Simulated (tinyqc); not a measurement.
Gupta-type many-body potential for a metal: one step, computed by the program tinyqc. Command: `OMP_NUM_THREADS=1 python tinyqc.py 3009536 3009537 out.jsonl gupta walk`. One thread of a shared host (Intel(R) Xeon(R) Processor @ 2.30GHz), about 0.01 s of CPU time with the checks.

E_i = sum_j A exp(-p (r_ij/r0 - 1)) - xi rho_i^gamma, with rho_i = sum_j exp(-2 q (r_ij/r0 - 1)); gamma = 1/2 is the tight-binding second-moment form. The crystal is fcc unless stated; d is the neighbour distance and a fixed number of shells is kept.

Problem. Shell terms at equilibrium. fcc shells: d sqrt(k), k = 1..5, with 12, 6, 24, 12, 24 atoms; Omega = d^3/sqrt2. Repulsion and density of one neighbour in each shell, and their sums.

Inputs (values chosen for the exercise, modelled on lead): repulsion A = 0.0966 eV; decay p = 9.69; decay q = 3.55; reference distance r0 = 3.501 angstrom; shells kept = 3.

neighbour distance d = 3.477884 angstrom

Give: Shells; repulsive energy; density rho.

Solution.

Shells:
```
shell  count  r (angstrom)  repulsion (eV)  density
1         12        3.4779      1.0298e-01   1.0480
2          6        4.9185      1.9104e-03   0.0564
3         24        6.0239      8.9620e-05   0.0060
```

repulsive energy = 1.2494 eV

density rho = 13.059
